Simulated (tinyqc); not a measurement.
Implanted layer, carriers, mobility and sheet resistance: one step of the calculation.

An n-type layer from the surface x = 0 to the junction xj, N(x) = N0 exp(-(x - Rp)^2/(2 sg^2)). Local neutrality (no depletion at surface or junction, no spilling of carriers), intrinsic carriers neglected, full ionisation of active dopants.

Question. Junction depth and local values. xj = Rp + sg sqrt(2 ln(N0/Nb)); 15 equal steps from 0 to xj. Active dopant A = min(N, Ns); n = A - Nb; mobility mu = m1 + (m2 (T/300 K)^(-bt) - m1)/(1 + ((A + Nb)/Nr)^am).

Values chosen for this exercise; values close to those of nitrogen in 4H silicon carbide over a p-type background:

| symbol | value | unit | meaning |
|---|---|---|---|
| T | 400 | K | temperature |
| Nb | 5.2e15 | cm^-3 | background doping of the opposite type |
| N0 | 1.6e18 | cm^-3 | peak chemical concentration |
| m1 | 41.6 | cm^2/(V s) | mobility limit at high doping |
| m2 | 939 | cm^2/(V s) | mobility limit at low doping, at 300 K |
| Nr | 1.9e17 | cm^-3 | reference doping of the mobility law |
| am | 0.587 |  | exponent of the mobility law |
| bt | 2.4 |  | temperature exponent of m2 |
| Ns | 4.89e19 | cm^-3 | solubility limit of active dopant |
| sg | 13 | nm | straggle after annealing |
| Rp | 8.3 | nm | projected range |

Find: xj; x; N; A; n; mu.

Answer.

xj = 52.305 nm

```
point  x (nm)  N (cm^-3)  A (cm^-3)  n (1e18 cm^-3)  mu (cm^2/(V s))
0       0.000  1.3050e18  1.3050e18          1.2998           146.12
1       3.487  1.4940e18  1.4940e18          1.4888           139.99
2       6.974  1.5917e18  1.5917e18          1.5865           137.21
3      10.461  1.5780e18  1.5780e18          1.5728           137.58
4      13.948  1.4559e18  1.4559e18          1.4507           141.14
5      17.435  1.2500e18  1.2500e18          1.2448           148.12
6      20.922  9.9866e17  9.9866e17          0.9935           158.96
7      24.409  7.4249e17  7.4249e17          0.7373           174.27
8      27.896  5.1371e17  5.1371e17          0.5085           194.68
9      31.383  3.3075e17  3.3075e17          0.3255           220.62
10     34.870  1.9817e17  1.9817e17          0.1930           251.91
11     38.357  1.1049e17  1.1049e17          0.1053           287.21
12     41.844  5.7327e16  5.7327e16          0.0521           323.80
13     45.331  2.7679e16  2.7679e16          0.0225           357.84
14     48.818  1.2437e16  1.2437e16          0.0072           385.56
15     52.305  5.2000e15  5.2000e15          0.0000           404.78
```

The mobility runs from 137 to 405 cm^2/(V s).

Range of the model: The layer is thin and light enough that depletion at the surface and the junction, left out here, would remove a good share of its carriers.

Program tinyqc, `OMP_NUM_THREADS=1 python tinyqc.py 2110009 2110010 out.jsonl`; Intel Xeon 2.30GHz, shared host, one thread, about 0.01 s.
